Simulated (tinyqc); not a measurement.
Schottky barrier with interface states (Cowley-Sze model), image lowering and contact resistance: one step, computed by the program tinyqc. Command: `OMP_NUM_THREADS=1 python tinyqc.py 3024155 3024156 out.jsonl pinning walk`. One thread of a shared host (Intel(R) Xeon(R) Processor @ 2.30GHz), about 0.01 s of CPU time with the checks.

An n-type semiconductor under a metal. The barrier lies between the Schottky-Mott limit phi_M - chi and the Bardeen limit E_g - E_n, E_n being the neutrality level of the interface states; the space-charge term of the full Cowley-Sze expression is left out.

Question. Thermionic current. A* = 4 pi e m_e M_c k_B^2/h^3 (a simple valley count); J_s = A* T^2 exp(-phi/k_B T). J_0 uses phi_B; the reverse current uses phi_B less the image lowering, times 1 - exp(-V_r/k_B T).

Inputs (values chosen for the exercise, with gap, mass and screening modelled on beta-Ga2O3): electron mass m_e = 0.284 m_0; valleys M_c = 1; temperature T = 300 K; reverse bias V_r = 0.47 V.

Pinning factor from: interface states.

barrier phi_B = 3.244654 eV

image lowering = 0.05406957 eV

Constants: e = 1.602176634e-19 C; m_0 = 9.1093837015e-31 kg; k_B = 1.380649e-23 J/K; h = 6.62607015e-34 J s; k_B = 8.617333262e-05 eV/K.

Give: Richardson constant A*; J_0; thermionic reverse current.

Answer.

Richardson constant A* = 34.13 A cm^-2 K^-2

J_0 = 9.541e-49 A/cm^2

thermionic reverse current = 7.725e-48 A/cm^2

Image lowering raises the reverse current by a factor 8.10. Caution: so small an emission current is nominal: generation, tunnelling and edge leakage set the real one.
